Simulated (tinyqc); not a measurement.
Worked calculation: RHF in the sto-3g basis, for H3+, spin multiplicity 1. One step of it, computed by the program tinyqc.

Question. Iteration 2: building the Fock matrix. J_ij = sum D_kl (ij|kl), K_ij = sum D_kl (ik|jl); F = H + J - 0.5 K; E = tr D H + tr D J / 2 - 0.25 tr D K + E_nn.

D after iteration 1, order 1H 1s, 2H 1s, 3H 1s:
```
[[0.672380, 0.375778, 0.375778],
 [0.375778, 0.210014, 0.210014],
 [0.375778, 0.210014, 0.210014]]
```

core Hamiltonian H = T + V (hartree), order 1H 1s, 2H 1s, 3H 1s:
```
[[-1.590062, -1.004170, -1.004170],
 [-1.004170, -1.322330, -0.322441],
 [-1.004170, -0.322441, -1.322330]]
```

Two-electron integrals (ij|kl) in chemists' order, unique and non-zero (hartree):
```
(11|11) 0.774606   (21|11) 0.358424   (21|21) 0.204413   (22|11) 0.512140
(22|21) 0.358424   (22|22) 0.774606   (31|11) 0.358424   (31|21) 0.154622
(31|22) 0.213151   (31|31) 0.204413   (32|11) 0.100355   (32|21) 0.050807
(32|22) 0.081316   (32|31) 0.050807   (32|32) 0.014470   (33|11) 0.512140
(33|21) 0.213151   (33|22) 0.292238   (33|31) 0.358424   (33|32) 0.081316
(33|33) 0.774606
```

nuclear repulsion = 1.47157178 hartree

Give: Coulomb J; exchange K; Fock matrix F; total energy of this density.

Answer.

Coulomb J (hartree), order 1H 1s, 2H 1s, 3H 1s:
```
[[1.317, 0.652, 0.652],
 [0.652, 1.032, 0.184],
 [0.652, 0.184, 1.032]]
```

exchange K (hartree), order 1H 1s, 2H 1s, 3H 1s:
```
[[1.210, 0.747, 0.747],
 [0.747, 0.645, 0.401],
 [0.747, 0.401, 0.645]]
```

Fock matrix F (hartree), order 1H 1s, 2H 1s, 3H 1s:
```
[[-0.878, -0.726, -0.726],
 [-0.726, -0.613, -0.339],
 [-0.726, -0.339, -0.613]]
```

total energy of this density = -1.20364 hartree
